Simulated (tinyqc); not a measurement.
# Nanowire ballistic transistor, top-of-the-barrier model, step by step

Computed by the program tinyqc: `OMP_NUM_THREADS=1 python tinyqc.py 2400128 2400129 out.jsonl`, one thread of a shared Intel Xeon 2.30GHz, about 0.04 s for the whole run. Printed values are rounded.

At the top of the source barrier, states moving towards the drain are filled by the source (Fermi level 0) and states moving back by the drain (Fermi level -q Vd); nothing scatters. U is the shift of the band edge there, set by the capacitances CG, CD and CS (the total) and by the charge. Parabolic one-dimensional subband; the source is grounded.

Parameters, values chosen for the exercise; mass and valleys close to those of a monolayer dichalcogenide:
```
symbol,value,unit,meaning
T,150,K,temperature
m,0.517,m0,effective mass
gv,2,,valley degeneracy
eox,7.5,,relative permittivity of the gate insulator
tox,2.8,nm,insulator thickness
d,2,nm,wire diameter
aG,0.89,,gate control CG/CS
aD,0.104,,drain control CD/CS
E0,0.19,eV,band edge at the barrier top above the source Fermi level at zero bias
Vg,0.5,V,gate voltage
Vd,0.1,V,drain voltage
```

Constants: q = 1.602176634e-19 C, kB = 1.380649e-23 J/K, hbar = 1.054571817e-34 J s, h = 6.62607015e-34 J s, m0 = 9.1093837015e-31 kg, Vt = kB T/q, eps0 = 8.8541878128e-14 F/cm where lengths are in cm. Results are converted to the units shown.

## Density of states, capacitances and charge at zero bias

N0 = gv sqrt(2 m kB T/pi)/hbar, CG = 2 pi eps0 eox/ln(1 + 2 tox/d), CS = CG/aG, n0 = n at U = 0 and Vd = 0. eta1 = -(E0 + U)/Vt, eta2 = eta1 - Vd/Vt, n = (N0/2)[F_(-1/2)(eta1) + F_(-1/2)(eta2)], F_(-1/2)(x) = (1/sqrt(pi)) int_0^infinity u^(-1/2)/(1 + exp(u - x)) du. UL = -(aG Vg + aD Vd).

N0 = 4.725752e6 cm^-1
CG = 3.125419 pF/cm
CS = 3.511707 pF/cm
n0 = 1.953223 cm^-1
UL = -0.4554 eV

## Iteration 1: self-consistent potential at the barrier top

U at the start (U = UL) = -0.4554 eV

eta1 = -(E0 + U)/Vt, eta2 = eta1 - Vd/Vt, n = (N0/2)[F_(-1/2)(eta1) + F_(-1/2)(eta2)], F_(-1/2)(x) = (1/sqrt(pi)) int_0^infinity u^(-1/2)/(1 + exp(u - x)) du. U(out) = UL + q (n - n0)/CS. Newton step: U(new) = U + (U(out) - U)/(1 + CQ/CS), CQ = (q/Vt) dn/d(eta1) with both F' summed; F' = dF_(-1/2)/dx.

eta1 = 20.53226
eta2 = 12.79592
n = 2.158217e7 cm^-1
U(out) = 0.5292623 eV
CQ = 8.314360 pF/cm
U after iteration 1 = -0.1630082 eV

## Iteration 2: self-consistent potential at the barrier top

As before.

eta1 = -2.088181
eta2 = -9.824526
n = 2.696081e5 cm^-1
U(out) = -0.4430995 eV
CQ = 3.079135 pF/cm
U after iteration 2 = -0.3122454 eV

## Course of the iteration: self-consistent potential at the barrier top

Stop when U changes by less than 1e-9 eV, or after 90 iterations.

Course of the iteration:
```
iteration      U (eV)  |change| (eV)
1          -0.1630082          0.292
2          -0.3122454          0.149
3          -0.2514513         0.0608
4          -0.2350768         0.0164
5          -0.2352885        2.12e-4
6          -0.2352886        1.43e-7
7          -0.2352886       6.53e-14
```

Converged in 7 iterations. At the end the number of correct digits about doubles with each step.

## Current, mean velocity and share of the gate voltage

converged U = -0.2352886 eV

N0 = gv sqrt(2 m kB T/pi)/hbar, CG = 2 pi eps0 eox/ln(1 + 2 tox/d), CS = CG/aG, n0 = n at U = 0 and Vd = 0. eta1 = -(E0 + U)/Vt, eta2 = eta1 - Vd/Vt, n = (N0/2)[F_(-1/2)(eta1) + F_(-1/2)(eta2)], F_(-1/2)(x) = (1/sqrt(pi)) int_0^infinity u^(-1/2)/(1 + exp(u - x)) du. I = gv (2 q^2/h) Vt [ln(1 + exp eta1) - ln(1 + exp eta2)]. Mean velocity I/(q n). CQ = (q/Vt) dn/d(eta1); the band edge follows the gate as -dU/dVg = aG/(1 + CQ/CS).

eta1 = 3.503686
n = 4.824480e6 cm^-1
I = 7.048523 uA
mean velocity = 9.118791e6 cm/s
CQ = 10.12923 pF/cm
-dU/dVg = 0.2291206 eV/V

The carriers from the source are degenerate (eta1 = 3.50), and the mean velocity is 1.72 times vT = sqrt(2 kB T/(pi m)) = 5.29e6 cm/s.
